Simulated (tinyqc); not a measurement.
Double-gate transistor, scale length and short-channel effects: two steps of the calculation.

A body of thickness ts between two insulators of thickness ti and two tied gates. Below threshold the potential that source and drain add obeys Laplace's equation and vanishes on the gate. Its lowest mode decays along the channel as exp(-k y); k is the smallest positive root of the matching condition at the interface, and the scale length is Lambda = pi/k.

Inputs (values chosen for the exercise); permittivities: semiconductor close to that of In0.53Ga0.47As, insulator close to that of silicon nitride: relative permittivity of the semiconductor eps_r = 13.7; relative permittivity of the insulator ei = 7.49; insulator thickness ti = 0.9 nm; body thickness ts = 9.6 nm.

Question 1. Scan of the matching condition. f(k) = ei cos(k ti) cos(k ts/2) - eps_r sin(k ti) sin(k ts/2).

```
point,k (1/nm)
0,0.0425
1,0.085
2,0.1275
3,0.17
4,0.2125
5,0.255
6,0.2975
7,0.34
```

Give: f(k).

Answer 1.

```
point,f(k)
0,7.223
1,6.440
2,5.189
3,3.551
4,1.629
5,-0.452
6,-2.560
7,-4.556
```

The first change of sign lies between k = 0.2125 and 0.255 1/nm.

Question 2. Decay constant by Newton steps. f(k) = ei cos(k ti) cos(k ts/2) - eps_r sin(k ti) sin(k ts/2); f' by a central difference with +/- 1e-5 1/nm; k(new) = k - f/f'.

k at the start = 0.2125 1/nm

Give: f; f'; k after iteration 1.

Answer 2.

f = 1.629
f' = -47.60 nm
k after iteration 1 = 0.2467 1/nm

Numbers from tinyqc (`OMP_NUM_THREADS=1 python tinyqc.py 2420129 2420130 out.jsonl`; about 0.01 s on one thread of a shared Intel Xeon 2.30GHz).
